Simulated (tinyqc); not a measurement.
Changing the Grueneisen parameter gamma_TA: quasi-harmonic thermal expansion with mode Grueneisen parameters. Computed by tinyqc, a small Python program. Command: `OMP_NUM_THREADS=1 python tinyqc.py 3011827 3011828 out.jsonl qha sweep`. One thread of a shared host (Intel(R) Xeon(R) Processor @ 2.30GHz), about 0.09 s of CPU time with the checks.

A crystal with two atoms a cell; per atom there are 1 transverse acoustic (TA), 1/2 longitudinal acoustic (LA) and 3/2 optical (O) modes. Every frequency of group i scales as nu_i (V/V0)^(-gamma_i). The acoustic groups have Debye spectra, density 3 nu^2/nu_i^3 up to nu_i (40 Gauss-Legendre points); the optical group has one frequency. Static energy: E = (9 V0 B0/16) [y^3 B' + y^2 (2 - 4 y)], y = (V0/V)^(2/3) - 1, with pressure P_s = (3 B0/2) (z^7 - z^5) [1 + (3/4)(B' - 4)(z^2 - 1)], z = (V0/V)^(1/3).

Inputs (values chosen for the exercise, for a model crystal):
```
quantity                       value             unit
static volume V0                30.5  angstrom^3/atom
static bulk modulus B0          30.3              GPa
static B'                       4.76                -
frequency nu_TA                 5.05              THz
frequency nu_LA                 11.4              THz
frequency nu_O                  18.2              THz
Grueneisen parameter gamma_LA    1.1                -
Grueneisen parameter gamma_O     1.3                -
temperature T                    500                K
step factor f                    0.6                -
```

Acoustic groups: Debye.

Constants: h x 1 THz = 4.135667696 meV; k_B = 8.617333262e-05 eV/K; 1 eV/angstrom^3 = 160.2176634 GPa.

Method:
- For a mode with x = h nu/(k_B T), n = 1/(exp(x) - 1): U = h nu (n + 1/2), C/k_B = x^2 n (n + 1); U_i and C_i sum these over group i with its weight per atom.
- Phonon pressure P_ph = sum_i gamma_i U_i/V.
- gamma_th = sum gamma_i C_i / sum C_i; volume expansion coefficient alpha_V = gamma_th C k_B/(B0 V0); linear coefficient alpha_V/3; first-order volume change P_ph/B0.
- Start at V0 and step V(new) = V [1 + f (P_s + P_ph)/B0]; stop when |P_s + P_ph| < 1e-8 GPa, after 60 steps, or when V leaves 0.7 to 1.3 V0.
- B_T = -V d(P_s + P_ph)/dV at fixed T (central difference, step 1e-4 V); alpha_V = sum gamma_i C_i k_B/(B_T V), all at V(T); the linear coefficient is alpha_L = alpha_V/3.
- C_P - C_V = alpha_V^2 B_T V T; the optical frequency is nu_O (V/V0)^(-gamma_O).
- At T = 0, U_i is the zero-point energy (h nu/2 a mode); solve P_s + P_ph = 0.

One run for each value; columns: (1) Grueneisen parameter gamma_TA; (2) linear expansion coefficient (ppm/K); (3) gamma_th at V0; (4) volume change from V0 (%); (5) zero-point volume change (%):
```
(1)      (2)      (3)     (4)     (5)
-2.2  -0.641  -0.0511  0.5824  1.1379
-1.7   1.875   0.1368  0.9679  1.2104
-1.2   4.445   0.3247  1.3591  1.2825
-0.7   7.071   0.5126  1.7561  1.3542
-0.2   9.757   0.7005  2.1590  1.4253
0.3   12.503   0.8884  2.5679  1.4955
0.8   15.312   1.0763  2.9828  1.5649
1.3   18.187   1.2642  3.4037  1.6332
1.8   21.129   1.4521  3.8308  1.7003
```

Over the rows, linear expansion coefficient (ppm/K) rises from -0.641 to 21.1; gamma_th at V0 rises from -0.0511 to 1.45; volume change from V0 (%) rises from 0.582 to 3.83. The expansion changes sign between gamma_TA = -2.2 and -1.7, where gamma_TA C_TA cancels the other groups.
